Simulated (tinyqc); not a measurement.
# Hot electrons in a saturated n-channel MOSFET, lucky-electron model: effects of single changes

Beyond pinch-off the lateral field grows as Esat cosh(y/l) over the velocity-saturated region (pseudo-two-dimensional model). Impact ionisation in this region gives the substrate current, which biases the body forward through Rsub. Currents are per width. Local-field laws: they overstate ionisation when the field peak is narrower than an energy relaxation length.

Inputs (values chosen for the exercise); values close to those of silicon n-channel devices:
- L = 0.25 um (channel length)
- tox = 4.7 nm (oxide thickness)
- xj = 84 nm (junction depth)
- VT = 0.45 V (threshold)
- mu = 330 cm^2/(V s) (effective mobility)
- vs = 9.2e6 cm/s (saturation velocity)
- Ai = 2e6 1/cm (ionisation prefactor)
- Bi = 1.75 MV/cm (ionisation field)
- Rd = 0 ohm um (resistance of the lightly doped drain)
- Rsub = 9400 ohm um (substrate resistance)
- kb = 0.44 (fall of VT per volt of forward body bias)
- m = 3.3 (lifetime exponent)
- Hl = 21000 s uA/um (lifetime constant)
- Vd = 2.2 V (drain voltage)
- Vg = 1.3 V (gate voltage)

Constants: eps0 = 8.8541878128e-14 F/cm where lengths are in cm. Results are converted to the units shown.

Each table varies one quantity; the others keep the values above.

## Effect of the gate voltage

Cox = 3.9 eps0/tox, l = sqrt(3 tox xj), Esat = 2 vs/mu. Overdrive g = Vg - VT + kb Vb; Vdsat = g Esat L/(g + Esat L); Id = Cox vs (g - Vdsat); dV = Vd - Id Rd - Vdsat; Em = sqrt((dV/l)^2 + Esat^2); Isub = Id (Ai/Bi) l Em exp(-Bi/Em). Vb = Rsub Isub is solved self-consistently. Lifetime tau = (Hl/Id)(Isub/Id)^(-m); 1 year = 3.15576e7 s.

Results:
```
Vg (V),Id (uA/um),Em (MV/cm),Isub (uA/um),Isub/Id,tau (years)
0.6,10.564,0.60117,1.3594,0.12868,0.054691
0.8,52.610,0.55698,4.9789,0.094638,0.030271
1,116.85,0.52252,8.4325,0.072165,0.033343
1.2,195.56,0.49518,11.116,0.056845,0.043789
1.4,284.16,0.47296,13.068,0.045987,0.060652
1.8,481.15,0.43887,15.402,0.032011,0.11840
2,586.65,0.42544,16.052,0.027363,0.16297
2.2,695.64,0.41376,16.483,0.023695,0.22099
```

Estimate the missing row, Vg = 1.6 V.

Computed row:
```
Vg (V),Id (uA/um),Em (MV/cm),Isub (uA/um),Isub/Id,tau (years)
1.6,379.93,0.45450,14.446,0.038023,0.084965
```

With this row back in the table: As Vg goes from 0.6 to 2.2 V, Em falls from 0.601 to 0.414 MV/cm, Isub rises from 1.36 to 16.5 uA/um and tau goes from 0.0547 through a minimum of 0.0303 (at Vg = 0.8 V among the rows listed) to 0.221 years. At Vg = 0.6 V Isub/Id passes 0.1, where multiplication of the secondary carriers, left out here, counts.

## Effect of the oxide thickness

Same model as above.

Effect of the oxide thickness:
```
tox (nm),Id (uA/um),Em (MV/cm),Isub (uA/um),Isub/Id,tau (years)
2.6,610.6,0.6193,65.54,0.1073,0.001722
3.2,414.6,0.5724,36.21,0.08735,0.005004
4,295.5,0.5202,19.30,0.06532,0.01832
5,221.2,0.4699,10.17,0.04598,0.07794
6.1,175.2,0.4278,5.619,0.03208,0.3230
7.6,137.6,0.3851,2.816,0.02047,1.812
9.4,110.0,0.3476,1.384,0.01258,11.29
```

As tox goes from 2.6 to 9.4 nm, Em falls from 0.619 to 0.348 MV/cm, Isub falls from 65.5 to 1.38 uA/um and tau rises from 0.00172 to 11.3 years. From the first row to the last, log10(tau) changes by 3.8: 3.1 from (Isub/Id)^(-m), which holds Em and l, and 0.74 from 1/Id. At tox = 2.6 nm the body is biased forward by over 0.45 V, close to turning on the parasitic bipolar transistor. At tox = 2.6 nm Isub/Id passes 0.1, where multiplication of the secondary carriers, left out here, counts.

## Effect of the drain voltage

Same model as above.

Result of one run:
```
Vd (V),Id (uA/um),Em (MV/cm),Isub (uA/um),Isub/Id,tau (years)
2.34,248.81,0.52150,17.804,0.071555,0.016104
```

What becomes of these results when the drain voltage Vd is changed from 2.34 to 1.71 V, all else the same?

Result of the changed run:
```
Vd (V),Id (uA/um),Em (MV/cm),Isub (uA/um),Isub/Id,tau (years)
1.71,220.99,0.34706,1.9481,0.0088154,18.174
```

The whole series:
```
Vd (V),Id (uA/um),Em (MV/cm),Isub (uA/um),Isub/Id,tau (years)
1.4,218.08,0.25932,0.26082,0.0011960,13429
1.56,219.08,0.30462,0.83972,0.0038330,286.32
1.71,220.99,0.34706,1.9481,0.0088154,18.174
1.87,224.52,0.39209,3.9901,0.017772,1.7690
2.03,230.07,0.43671,7.1863,0.031235,0.26850
2.19,238.22,0.48080,11.829,0.049655,0.056166
2.34,248.81,0.52150,17.804,0.071555,0.016104
2.5,264.18,0.56411,26.346,0.099727,0.0050713
```

As Vd goes from 1.4 to 2.5 V, Em rises from 0.259 to 0.564 MV/cm, Isub rises from 0.261 to 26.3 uA/um and tau falls from 13400 to 0.00507 years. The slope of ln(tau) against 1/Vd is 52.5 V between the first two rows and 42.2 V between the last two; ten years are last met at Vd = 1.71 V among the rows. At Vd = 1.4 V tau is a far extrapolation that only says that hot carriers are no limit.

Program tinyqc, `OMP_NUM_THREADS=1 python tinyqc.py 2550063 2550064 out.jsonl`; Intel Xeon 2.30GHz, shared host, one thread, about 0.01 s.
